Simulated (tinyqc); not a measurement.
Worked calculation: inverse iteration on a symmetric matrix. Computed by tinyqc, a small Python program that keeps every step. Settings: method = inverse, shift = 1.13. Command: `OMP_NUM_THREADS=1 python tinyqc.py 22186 22187 out.jsonl` (the two numbers bound the seeds that draw the settings). One thread of a shared host (Intel(R) Xeon(R) Processor @ 2.60GHz), about 0.01 s of CPU time with the checks.

## Step 1

A:
```
[[1.133000, 0.054000, 0.130000, -0.169000],
 [0.054000, 3.930000, -0.029000, 0.052000],
 [0.130000, -0.029000, 4.071000, 0.036000],
 [-0.169000, 0.052000, 0.036000, 4.959000]]
```

vector v at the start: [0.500000, 0.500000, 0.500000, 0.500000]

shift = 1.130000

solve (A - shift) w = v; v' = w/|w| with its largest component positive (the first on a tie); lambda = v'^T A v'.

vector after step 1: [0.997627, -0.024718, -0.048848, 0.041759]

Rayleigh quotient after step 1 = 1.118652

## Step 2

As before.

vector after step 2: [0.997796, -0.020433, -0.044662, 0.044612]

Rayleigh quotient after step 2 = 1.118518

## Step 3

As before.

vector after step 3: [0.997796, -0.020451, -0.044678, 0.044604]

Rayleigh quotient after step 3 = 1.118518

## Course of the iteration

Stop when the residual |A v - lambda v| is below 1e-9.

Steps:
```
step      lambda  residual
1     1.11865233  2.06e-02
2     1.11851755  7.62e-05
3     1.11851755  2.92e-07
4     1.11851755  1.14e-09
5     1.11851755  4.54e-12
```

all eigenvalues, for comparison: [1.118518, 3.923710, 4.081018, 4.969753]

Converged in 5 steps.
